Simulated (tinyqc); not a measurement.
Double-gate transistor below threshold, two-dimensional Poisson equation on a small mesh: two steps of the calculation.

Half of a symmetric double-gate structure: row 0 is the mid-plane of the body, where the normal field vanishes. Mobile charge is neglected (subthreshold), the body is fully depleted, and potentials are counted from the intrinsic level; rows run upward to the gate, columns from source to drain.

Parameters, values chosen for the exercise:
```
symbol,value,unit,meaning
T,300,K,temperature
Vbi,0.49,V,potential of the source
```

Constants: q = 1.602176634e-19 C, kB = 1.380649e-23 J/K, Vt = kB T/q. Results are converted to the units shown.

Task 1. Gauss-Seidel sweep. Free nodes: rows 0..3, columns 1..5, taken row by row from row 0, left to right. t = (up psi(above) + dn psi(below) + lat [psi(left) + psi(right)] + s)/(up + dn + 2 lat), with the newest neighbours; psi(new) = t.

psi after iteration 1 (V):
```
              j=0         j=1         j=2         j=3         j=4         j=5         j=6
row 0   0.4900000   0.0229422   0.0010742   0.0000503   0.0000024   0.0557169   1.1900000
row 1   0.4900000   0.0333391   0.0020478   0.0001187   0.0000066   0.0809668   1.1900000
row 2   0.4900000   0.0302783   0.0018651   0.0001114   0.0000064   0.0735334   1.1900000
row 3   0.1300000  -0.0962331  -0.1126162  -0.1136540  -0.1137168  -0.0724818   0.4800000
row 4  -0.2300000  -0.2300000  -0.2300000  -0.2300000  -0.2300000  -0.2300000  -0.2300000
```

```
row    up    dn        lat  s (V)
0    50.4     0  2.6035714      0
1    50.4  50.4  5.2071429      0
2      50  50.4  3.1660714      0
3      50    50      1.125      0
```

Find: psi after iteration 2.

Result 1.

psi after iteration 2 (V):
```
           j=0      j=1      j=2      j=3      j=4      j=5      j=6
row 0   0.4900   0.0532   0.0043   0.0003   0.0026   0.1292   1.1900
row 1   0.4900   0.0609   0.0057   0.0005   0.0050   0.1478   1.1900
row 2   0.4900  -0.0017  -0.0501  -0.0545  -0.0503   0.0697   1.1900
row 3   0.1300  -0.1131  -0.1395  -0.1419  -0.1394  -0.0747   0.4800
row 4  -0.2300  -0.2300  -0.2300  -0.2300  -0.2300  -0.2300  -0.2300
```

Task 2. Barrier, swing and barrier lowering. The barrier is read along row 0, the path farthest from the gate. Take the node j of lowest psi: barrier Vbi - psi_j; swing Vt ln 10/(d psi_j/dVg); DIBL = (d psi_j/dVd)/(d psi_j/dVg). The derivatives solve the same equations with s = 0 and a unit change of that voltage.

converged psi (V):
```
              j=0         j=1         j=2         j=3         j=4         j=5         j=6
row 0   0.4900000   0.0078510  -0.1484653  -0.1692313  -0.0863440   0.2344799   1.1900000
row 1   0.4900000  -0.0089809  -0.1554675  -0.1745859  -0.0986354   0.2016926   1.1900000
row 2   0.4900000  -0.0622313  -0.1756291  -0.1897626  -0.1341086   0.0978259   1.1900000
row 3   0.1300000  -0.1436952  -0.2022374  -0.2094797  -0.1810279  -0.0613434   0.4800000
row 4  -0.2300000  -0.2300000  -0.2300000  -0.2300000  -0.2300000  -0.2300000  -0.2300000
```

d psi/dVg on row 0: j=0 0.00000000, j=1 0.67180800, j=2 0.89477069, j=3 0.94320684, j=4 0.89477069, j=5 0.67180800, j=6 0.00000000
d psi/dVd on row 0: j=0 0.0000000, j=1 0.0022182, j=2 0.0082423, j=3 0.0283966, j=4 0.0969870, j=5 0.3259738, j=6 1.0000000

Wanted: j; barrier; swing; DIBL.

Result 2.

j = 3
barrier = 0.6592 V
swing = 63.11 mV/decade
DIBL = 30.11 mV/V

tinyqc, about 0.1 s, one thread, Intel Xeon 2.30GHz (shared host): `OMP_NUM_THREADS=1 python tinyqc.py 2480022 2480023 out.jsonl`
